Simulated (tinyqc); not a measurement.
What each parameter does: Wannier functions of a composite (isolated) pair of valence bands (bonds of an sp chain).

Each atom has a hybrid pointing left (<) and right (>). H(k): diagonal +V3 on A, -V3 on B; <A<|A>> = -V1a, <B<|B>> = -V1b, <A>|B<> = -V2, <B>|A<> = -V2p exp(ik); k in 1/a, Bloch sums with exp(ikR). The two lowest bands are filled. Trial functions in cell 0: g1 = cos(c) A> + sin(c) B<, and g2 = sin(c) B> + cos(c) A< of cell 1, whose Bloch vector has cos(c) exp(-ik) on A<. Projection A_mn = <psi_m|g_n>, S = A^+ A, Loewdin U = A S^(-1/2), Bloch-like states w_n = sum_m psi_m U_mn, H_W(k) = U^+ diag(E) U. P = sum_m |psi_m><psi_m| is free of phase choices, and S = g^+ P g, w = P g S^(-1/2).

Values chosen for the exercise: V2 = 2.69 eV (coupling in the bond A-B inside the cell); V2p = 4 eV (coupling in the bond to the next cell); V1a = 1.63 eV (coupling of the two hybrids on A); V1b = 0.94 eV (the same on B); V3 = 0 eV (A at +V3, B at -V3); c = 65 degrees (trial bonds cos(c) on A, sin(c) on B); xb = 0.47 a (position of B (A at 0)).

N = 12: centres, total spread (point-like hybrids at R and R + xb) and H_12(0).

One parameter was then changed.

Results before and after:
```
case     centre 1 (a)  centre 2 (a)  total spread (a^2)  H_12(0) (eV)
base           0.2303        0.7397              0.1369       -0.4447
changed        0.2635        0.7159              0.1348       -0.5005
```

Which of these changes was made? (a) V1b = 1.14 eV; (b) V2 = 3.09 eV; (c) xb = 0.52 a; (d) V3 = 0.4 eV; (e) V2p = 4.4 eV; (f) V1a = 1.83 eV.

Answer: (d) V3 = 0.4 eV. Of the candidates, run in turn, only this one gives the changed row.

All candidates:
```
case           centre 1 (a)  centre 2 (a)  total spread (a^2)  H_12(0) (eV)
base                 0.2303        0.7397              0.1369       -0.4447
V2 = 3.09 eV         0.2308        0.7392              0.1354       -0.4480
V2p = 4.4 eV         0.2308        0.7392              0.1356       -0.4470
V1a = 1.83 eV        0.2285        0.7415              0.1392       -0.4380
V1b = 1.14 eV        0.2314        0.7386              0.1390       -0.5393
V3 = 0.4 eV          0.2635        0.7159              0.1348       -0.5005
xb = 0.52 a          0.2553        0.7647              0.1367       -0.4447
```

(tinyqc, `OMP_NUM_THREADS=1 python tinyqc.py 1481634 1481635 out.jsonl`, Intel(R) Xeon(R) Processor @ 2.30GHz, 1 thread, shared host, about 0.2 s.)
